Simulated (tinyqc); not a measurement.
Deep-level transient spectroscopy (DLTS) of one majority-carrier trap. Inputs raised by 2 %, one at a time. Computed by tinyqc, a small Python program. Command: `OMP_NUM_THREADS=1 python tinyqc.py 3000509 3000510 out.jsonl dlts sens`. One thread of a shared host (Intel(R) Xeon(R) Processor @ 2.30GHz), about 0.2 s of CPU time with the checks.

A filling pulse loads the traps in a one-sided junction; under reverse bias they empty at the rate e, and the capacitance relaxes as C(t) = C_0 - dC exp(-e t). The signal is S = [C(t_2) - C(t_1)]/dC.

Inputs (values chosen for the exercise, for a model semiconductor):
```
quantity                    value   unit
density-of-states mass m    0.283    m_0
valleys M                       1      -
trap depth E_t              0.537     eV
cross-section sigma_0     8.9e-16   cm^2
degeneracy ratio g              1      -
gate time t_1              0.0003      s
ratio t_2/t_1                 2.5      -
temperature T                 312      K
doping N                  2.5e+15  cm^-3
trap density N_t          5.8e+12  cm^-3
dielectric constant eps       9.3      -
built-in voltage V_b         0.68      V
reverse bias V_r              9.4      V
diode area                 0.0018   cm^2
mean field F                50000   V/cm
```

Carriers: electrons. Extra term: Poole-Frenkel lowering.

Constants: k_B = 8.617333262e-05 eV/K; k_B = 1.380649e-23 J/K; m_0 = 9.1093837015e-31 kg; h = 6.62607015e-34 J s; e = 1.602176634e-19 C; eps_0 = 8.8541878128e-12 F/m.

Method:
- e = g sigma v N_b exp(-E/k_B T), v = sqrt(3 k_B T/m), N_b = 2 M (2 pi m k_B T/h^2)^(3/2), sigma = sigma_0, E = E_t - dE with the one-dimensional Poole-Frenkel lowering dE = sqrt(e^3 F/(pi eps eps_0)), F being held as an input apart from the bias (the centre is charged when empty).
- S(e) = exp(-e t_1) - exp(-e t_2) peaks at the rate window e_0 = ln(t_2/t_1)/(t_2 - t_1).
- T_p solves e(T) = e_0 (bisection between 15 and 1500 K); the half-height points solve S = S_max/2 on either side.
- t_1 is scaled by 0.1, 0.3, 1, 3, 10 and 30 at fixed t_2/t_1; each T_p by bisection.
- Least squares of ln(e_0/T_p^2) on 1/(k_B T_p): slope -E_a, intercept ln(gamma sigma_a) with gamma = v N_b/T^2 = sqrt(3 k_B/m) 2 M (2 pi m k_B/h^2)^(3/2). For comparison, the slope of ln e_0 alone.
- W = sqrt(2 eps eps_0 (V_b + V_r)/(e N)), C_0 = eps eps_0 area/W. The pulse goes to zero bias, W_0 = W(V_r = 0). Traps within lambda = sqrt(2 eps eps_0 (E_t - E_F)/(e^2 N)) of the depletion edge stay filled, with E_F = k_B T_p ln(N_b/N) from the band, N_b = 2 M (2 pi m k_B T_p/h^2)^(3/2) (dopants taken as fully ionised). dC = C_0 (N_t/2N) f, f = [(W - lambda)^2 - max(W_0 - lambda, 0)^2]/W^2. The simple estimate is 2 N dC/C_0.

Runs; columns: (1) input moved; (2) from; (3) to; (4) peak temperature T_p (K); (5) apparent depth E_a (eV); (6) transient amplitude dC (fF); (7) emission rate e (1/s):
```
(1)                                 (2)        (3)    (4)     (5)    (6)   (7)
base run                              -          -  318.7  0.4814  5.602  1339
trap depth E_t (eV)               0.537    0.54774  325.1  0.4921  5.582   898
cross-section sigma_0 (cm^2)    8.9e-16  9.078e-16  318.4  0.4814  5.601  1366
density-of-states mass m (m_0)    0.283    0.28866  318.4  0.4814  5.603  1366
mean field F (V/cm)               50000      51000  318.4  0.4808  5.601  1367
doping N (cm^-3)                2.5e+15   2.55e+15  318.7  0.4814  5.545  1339
trap density N_t (cm^-3)        5.8e+12  5.916e+12  318.7  0.4814  5.714  1339
reverse bias V_r (V)                9.4      9.588  318.7  0.4814  5.574  1339
```

Exponents ln(y'/y) / ln(x'/x):
```
input                     peak temperature T_p  apparent depth E_a  transient amplitude dC  emission rate e
trap depth E_t                           1.000               1.114                  -0.179          -20.172
cross-section sigma_0                   -0.051               0.000                  -0.008            1.000
density-of-states mass m                -0.051               0.000                   0.017            1.000
mean field F                            -0.052              -0.058                  -0.008            1.040
doping N                                 0.000               0.000                  -0.517            0.000
trap density N_t                         0.000               0.000                   1.000            0.000
reverse bias V_r                         0.000               0.000                  -0.250            0.000
```

To which inputs is each result most sensitive?

Among the inputs moved here: peak temperature T_p answers most in size to trap depth E_t (exponent +1.000), next to mean field F (-0.052); its exponent is below 0.0005 for doping N, trap density N_t, reverse bias V_r. Its exponent +1.000 in trap depth E_t: T_p is nearly proportional to the depth. Apparent depth E_a answers most in size to trap depth E_t (exponent +1.114), next to mean field F (-0.058); its exponent is below 0.0005 for cross-section sigma_0, density-of-states mass m, doping N, trap density N_t, reverse bias V_r. Transient amplitude dC answers most in size to trap density N_t (exponent +1.000), next to doping N (-0.517). Its exponent +1.000 in trap density N_t: dC is linear in N_t. Emission rate e answers most in size to trap depth E_t (exponent -20.172), next to mean field F (+1.040); its exponent is below 0.0005 for doping N, trap density N_t, reverse bias V_r. Its exponent +1.000 in cross-section sigma_0: e is linear in sigma. Its exponent +1.000 in density-of-states mass m: v N_b goes as m^(-1/2) m^(3/2).

Extremes, crossings and ranges named in words are read from the listed rows.
